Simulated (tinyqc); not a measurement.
# Biaxially strained (001) channel, valley splitting in an inversion layer: effects of single changes

A thin layer grown on a relaxed buffer is stretched in the plane. The two valleys with their long axis along the growth direction (D2) sink against the four in-plane ones (D4); confinement in a triangular well splits them too. Only the lowest subband of each set is kept; one relaxation time, so the weakening of intervalley scattering is left out.

Values chosen for this exercise; values close to those of silicon on relaxed silicon-germanium:
```
symbol,value,unit,meaning
T,250,K,temperature
x,0.27,,germanium share of the relaxed buffer
b1,0.0418,,lattice mismatch per unit x
c11,162,GPa,elastic constant
c12,63.7,GPa,elastic constant
Xu,9.14,eV,shear deformation potential
ml,0.907,m0,longitudinal mass
mt,0.195,m0,transverse mass
F,0.29,MV/cm,confining field
Ns,2.8e12,cm^-2,inversion density
bv,0.384,nm,Burgers vector
```

Constants: q = 1.602176634e-19 C, kB = 1.380649e-23 J/K, hbar = 1.054571817e-34 J s, m0 = 9.1093837015e-31 kg, Vt = kB T/q, hbar^2/(2 m0) = 0.0380998212 eV nm^2. Results are converted to the units shown.

Each table varies one quantity; the others keep the values above.

## Effect of the germanium share of the relaxed buffer

e_par = b1 x, e_perp = -2 (c12/c11) e_par, splitting D = Xu (e_par - e_perp), in-plane stress (c11 + c12 - 2 c12^2/c11) e_par. Levels E(m) = 2.33811 (hbar^2 q^2 F^2/(2 m))^(1/3): E2 = E(ml), E4 = E(mt) + D; N2 = 2 mt kB T/(pi hbar^2), N4 = 4 sqrt(mt ml) kB T/(pi hbar^2). EF solves Ns = N2 ln(1 + exp((EF - E2)/Vt)) + N4 ln(1 + exp((EF - E4)/Vt)); f2 is the share in D2, and 1/mc = f2/mt + (1 - f2)(1/mt + 1/ml)/2. Critical thickness (Matthews-Blakeslee, 60-degree dislocations): h = bv (1 - nu/4)[ln(h/bv) + 1]/(4 pi e_par (1 + nu)), nu = c12/(c11 + c12). The gain is mc(x = 0)/mc.

The same in every row: f2 without strain = 0.66303.

Effect of the germanium share of the relaxed buffer:
```
x,D (meV),f2,mc (m0),gain,critical thickness (nm)
0.03,20.475,0.82374,0.20949,1.0727,118.98
0.09,61.425,0.96662,0.19759,1.1373,31.913
0.15,102.38,0.99479,0.19540,1.1501,16.903
0.21,143.33,0.99922,0.19506,1.1521,10.986
0.27,184.28,0.99988,0.19501,1.1524,7.8967
0.33,225.23,0.99998,0.19500,1.1524,6.0271
0.39,266.18,1.0000,0.19500,1.1524,4.7868
0.45,307.13,1.0000,0.19500,1.1524,3.9104
```

Read the table: what changes, and by how much?

As x goes from 0.03 to 0.45, f2 rises from 0.824 to 1.00 (without strain: it stays at 0.663) and the gain rises from 1.07 to 1.15. The gain cannot pass 1.152, reached when D4 is empty, while the critical thickness falls from 119 to 3.91 nm.

## Effect of the inversion density

Same model as above.

The same in every row: D (meV) = 184.3.

Result of one run:
```
Ns (cm^-2),f2 without strain,f2,mc (m0),gain
2e13,0.4460,0.9961,0.1953,1.276
```

What becomes of these results when the inversion density Ns is changed from 2e13 to 7.5e11 cm^-2, all else the same?

Result of the changed run:
```
Ns (cm^-2),f2 without strain,f2,mc (m0),gain
7.5e11,0.7012,0.9999,0.1950,1.133
```

The whole series:
```
Ns (cm^-2),f2 without strain,f2,mc (m0),gain
2e11,0.7116,0.9999,0.1950,1.128
3.9e11,0.7080,0.9999,0.1950,1.129
7.5e11,0.7012,0.9999,0.1950,1.133
1.4e12,0.6890,0.9999,0.1950,1.139
2.8e12,0.6630,0.9999,0.1950,1.152
5.4e12,0.6174,0.9998,0.1950,1.177
1e13,0.5483,0.9996,0.1950,1.215
2e13,0.4460,0.9961,0.1953,1.276
```

As Ns goes from 2e11 to 2e13 cm^-2, f2 stays near 0.999 (without strain: it falls from 0.712 to 0.446) and the gain rises from 1.13 to 1.28. For Ns = 5.4e12 to 2e13 cm^-2 the second D2 subband, left out here, lies within 2 Vt of EF or below it.

Computed by the program tinyqc: `OMP_NUM_THREADS=1 python tinyqc.py 2530173 2530174 out.jsonl`, one thread of a shared Intel Xeon 2.30GHz, about 0.02 s for the whole run.
